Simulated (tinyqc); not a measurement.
Choice of the surrounding dielectric: dielectric confinement in a thin film (image charges).

A film |z| < t/2 of dielectric constant eps between half-spaces of dielectric constant e2; lam = (eps - e2)/(eps + e2), q = e^2/(4 pi eps0). The self-energy of a band edge is taken with the high-frequency value, e2 = eh, and the field of a fixed ion with the static one, e2 = eo. A charge at z has images lam^|n| at n t + (-1)^n z. Its self-energy is S(z) = (q/2 eps) sum over n >= 1 of lam^n [1/(n t - 2z) + 1/(n t + 2z)] for odd n and 2 lam^n/(n t) for even n; at the centre S(0) = -(q/(eps t)) ln(1 - lam).

Donor at the centre, lam from the static eo, trial function cos(pi z/t) exp(-rho/l): E(l) = c/(m l^2) - (q/eps) times the integral over k of F(k t) (1 + (k l/2)^2)^(-3/2), with F(x) = F0 + 2 lam exp(-x) G/(1 - lam exp(-x)), F0 = 2[(1 - exp(-x/2))/x + x (1 + exp(-x/2))/(x^2 + 4 pi^2)], G = 2 sinh(x/2)[1/x - x/(x^2 + 4 pi^2)]; c = hbar^2/2m0. The binding energy is -E at the minimum, counted from the subband edge with its self-energy.

Constants: e^2/(4 pi eps0) = 14.39964547 eV angstrom; hbar^2/2m0 = 3.80998211 eV angstrom^2; Ry = 13.60569312 eV.

Parameters, chosen for this exercise (out of a larger set: near those of a Si (100) film, two-fold valleys, between layers of a low-k oxide; not measured data): t = 72 angstrom (film thickness); eps = 11.8 (dielectric constant of the film); m = 0.187 m0 (mass in the plane).

The same film between different dielectrics; in this table one value e2 serves for both eo and eh.

Results:

| case | lam | <S> (meV) | binding (meV) | l (angstrom) |
|---|---|---|---|---|
| e2 = 1 | 0.844 | 34.7 | 91.7 | 30.9 |
| e2 = 2.5 | 0.650 | 20.2 | 65.1 | 31.5 |
| e2 = 3.9 | 0.503 | 13.7 | 53.7 | 32.0 |
| e2 = 7.5 | 0.223 | 5.1 | 39.4 | 33.0 |
| e2 = 16 | -0.151 | -2.9 | 27.1 | 34.3 |
| e2 = 25 | -0.359 | -6.5 | 22.1 | 35.1 |
| e2 = 80 | -0.743 | -12.2 | 14.7 | 36.6 |

The binding spans a factor 6.2, from 92 meV in vacuum to 14.7 meV for e2 = 80; going from 3.9 to 25 changes it by -31.6 meV and the band edge by -20.3 meV, so the binding responds 1.56 times as much as the edge (for an orbit much smaller than t the binding would change by twice the change of S(0), -34.1 meV; here l/t = 0.44 for e2 = 3.9).

Computed by tinyqc, a small Python program: `OMP_NUM_THREADS=1 python tinyqc.py 1281555 1281556 out.jsonl` (the numbers bound the seed that draws the inputs); one thread of a shared host (Intel(R) Xeon(R) Processor @ 2.30GHz), about 0.08 s for the whole set of steps.
